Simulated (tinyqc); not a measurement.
The axial ratio: Brillouin zone and empty-lattice bands of the hcp structure.

Primitive vectors a1 = a (1,0,0), a2 = a (-1/2, sqrt3/2, 0), a3 = (0,0,c); atoms at 0 and a1/3 + 2 a2/3 + a3/2. Reciprocal vectors obey a_i.b_j = 2 pi delta_ij; k is given in units of 2 pi/a. Empty-lattice levels are c0 (2 pi/a)^2 |k + G|^2, c0 = hbar^2/2m0. Points: M = (1/2, 1/(2 sqrt3), 0), K = (2/3, 0, 0), A = (0, 0, a/2c), L = M + A, H = K + A.

a is rescaled so that the cell volume stays fixed; contacts Z = V kF^3/(6 pi^2) at M, at the (0002) plane (kF = a/c in 2 pi/a) and at the {10-11} planes (kF = sqrt(4/3 + (a/c)^2)/2).

Z per atom at contact:
```
c/a    {10-10} at M  (0002)  {10-11}
1.452         1.014   1.721    1.600
1.608         1.123   1.403    1.645
1.653         1.154   1.328    1.660
1.805         1.260   1.113    1.719
1.867         1.303   1.041    1.746
1.896         1.324   1.009    1.759
```

Give the missing row, c/a = 1.563.

Computed row:
```
c/a    {10-10} at M  (0002)  {10-11}
1.563         1.091   1.485    1.630
```

The (0002) contact falls from 1.721 to 1.009 as c/a grows (as (c/a)^-2) while the {10-10} contact rises from 1.014 to 1.324; they cross at c/a = sqrt3 = 1.732. All three contacts lie below Z = 2, so the sphere of a divalent metal crosses all three sets of planes.

(tinyqc, `OMP_NUM_THREADS=1 python tinyqc.py 1851044 1851045 out.jsonl`, Intel(R) Xeon(R) Processor @ 2.30GHz, 1 thread, shared host, about 0.02 s.)
